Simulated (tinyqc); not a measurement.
From results back to parameters: armchair graphene nanoribbon in tight binding. Three cases, with inputs chosen for the exercise.

Problem. For an armchair ribbon without edge correction the gap is 2t times the smallest |1 + 2 cos(p pi/(N + 1))|, p = 1 to N. The gap below belongs to a hidden N between 3 and 40.

Case 1.

Values chosen (out of a larger set: near those used for graphene; not measured data): t = 2.7 eV (hopping).

gap = 0.30892 eV

Case 2.

Values chosen (out of a larger set: near those used for graphene; not measured data): t = 2.91 eV (hopping).

gap = 0.53555 eV

Case 3.

Values chosen (out of a larger set: near those used for graphene; not measured data): t = 2.9 eV (hopping).

gap = 0.40921 eV

Find: N; family.

Solution.

Case 1.

N = 31

family: 3p+1

Near c = -1/2 the gap is about 2 pi t/(sqrt3 (N + 1)), which gives N + 1 = 31.7; the exact formula gives 0.31281, 0.30892 and 0.00000 eV for N = 30, 31 and 32.

Case 2.

N = 19

family: 3p+1

Near c = -1/2 the gap is about 2 pi t/(sqrt3 (N + 1)), which gives N + 1 = 19.7; the exact formula gives 0.54648, 0.53555 and 0.00000 eV for N = 18, 19 and 20.

Case 3.

N = 25

family: 3p+1

Near c = -1/2 the gap is about 2 pi t/(sqrt3 (N + 1)), which gives N + 1 = 25.7; the exact formula gives 0.41559, 0.40921 and 0.00000 eV for N = 24, 25 and 26.

Computed by tinyqc, one run a case: `OMP_NUM_THREADS=1 python tinyqc.py N N+1 out.jsonl` with N = 1482052, 1482112, 1482238; one thread of a shared Intel(R) Xeon(R) Processor @ 2.30GHz, about 0.04 s a run at most.
